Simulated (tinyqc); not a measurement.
## MOS capacitor on an n-type substrate, surface potential from the exact charge relation: Capacitance-voltage curves

Uniform n-type substrate, Boltzmann statistics, full ionisation, classical densities. psi is the surface potential against the body (positive when the bands bend down) and u = -psi/Vt. Traps are spread evenly over the gap and neutral at flat band, so their charge is -q Dit psi; the minority quasi-Fermi level is shifted by Vb.

ni = sqrt(Nc Nv) exp(-Eg/(2 Vt)), Eg in volts; phiF = Vt ln(N/ni); Cox = eps0 eox/tox; Vfb = phiM - chi - Vt ln(Nc/N) - q Nf/Cox; Q0 = sqrt(2 eps0 eps_r q N Vt); r = (ni/N)^2 exp(-Vb/Vt); VT = Vfb - [(2 phiF + Vb)(1 + q Dit/Cox) + sqrt(2 eps0 eps_r q N (2 phiF + Vb))/Cox]. u = -psi/Vt; F^2 = exp(-u) + u - 1 + r (exp(u) - u - 1); Qs = +sign(u) Q0 F; Cs = -dQs/dpsi = (Q0/Vt) |1 - exp(-u) + r (exp(u) - 1)|/(2 F). psi solves Vg = Vfb + psi + (q Dit psi - Qs)/Cox. Low frequency: 1/C_LF = 1/Cox + 1/(Cs + q Dit). High frequency, in the simple estimate in which traps and minority carriers do not follow: 1/C_HF = 1/Cox + 1/Cd, Cd being Cs with r = 0 at the same psi. Deep depletion: r = 0 and Dit = 0 both in the equation for psi and in Cs. Minority sheet density N_inv = (Q0/(2 q)) int_0^u r (exp(t) - 1)/F(t) dt for u > 0. N_inv under 1 cm^-2 is printed as 0. Regimes: accumulation when majority carriers gather, then depletion up to |psi| = phiF + Vb, weak inversion up to 2 phiF + Vb, strong inversion beyond.

Parameters, values chosen for the exercise; band and dielectric values close to those of silicon: temperature T = 300 K; band gap Eg = 1.14 eV; relative permittivity eps_r = 11.9; conduction-band density of states at T Nc = 2.8e19 cm^-3; valence-band density of states at T Nv = 2.69e19 cm^-3; electron affinity chi = 4.01 eV; donor density of the substrate N = 3.2e18 cm^-3; relative permittivity of the gate insulator (close to hafnium oxide) eox = 22.3; insulator thickness tox = 27 nm; gate work function phiM = 5.01 eV; fixed charge at the interface, in units of q Nf = -2.4e11 cm^-2; density of interface traps Dit = 1.9e10 cm^-2 eV^-1; reverse bias of the inversion layer against the body Vb = 0 V.

Constants: q = 1.602176634e-19 C, kB = 1.380649e-23 J/K, Vt = kB T/q, eps0 = 8.8541878128e-14 F/cm where lengths are in cm. Results are converted to the units shown.

Capacitance-voltage curves:
```
Vg (V)	psi (V)	C_LF/Cox	C_HF/Cox	C_deep/Cox	N_inv (cm^-2)	regime
1.95	0.07567	0.9532	0.9531	0.9532	0	accumulation
1.58	0.05525	0.9347	0.9346	0.9347	0	accumulation
1.21	0.02523	0.8988	0.8988	0.8988	0	accumulation
0.85	-0.02268	0.8268	0.8266	0.8266	0	depletion
0.48	-0.1079	0.7094	0.7090	0.7089	0	depletion
0.11	-0.2352	0.6090	0.6083	0.6081	0	depletion
-0.25	-0.3887	0.5421	0.5412	0.5410	2.548	depletion
-0.62	-0.5678	0.4923	0.4912	0.4909	2097	weak inversion
-0.98	-0.7575	0.4550	0.4538	0.4535	2.761e6	weak inversion
-1.35	-0.9641	0.4435	0.4232	0.4228	7.172e9	weak inversion
-1.72	-1.087	0.8673	0.4082	0.3975	7.423e11	strong inversion
-2.08	-1.118	0.9428	0.4048	0.3769	2.166e12	strong inversion
```

What does the table show?

C_LF/Cox is lowest, 0.443, at Vg = -1.35 V (weak inversion) among the rows listed and is 0.943 in the last row, where C_HF/Cox is 0.405 and the deep-depletion value 0.377. Vfb = 0.997 V, where C_HF/Cox = 0.862 (Cox in series with eps0 eps_r/LD), and VT = -1.48 V. Over the last two rows psi moves by only 0.085 V a volt of gate bias, since the inversion charge screens the body. In strong accumulation and inversion degeneracy and confinement, left out here, lower the capacitance.

tinyqc, about 0.01 s, one thread, Intel Xeon 2.30GHz (shared host): `OMP_NUM_THREADS=1 python tinyqc.py 2060035 2060036 out.jsonl`
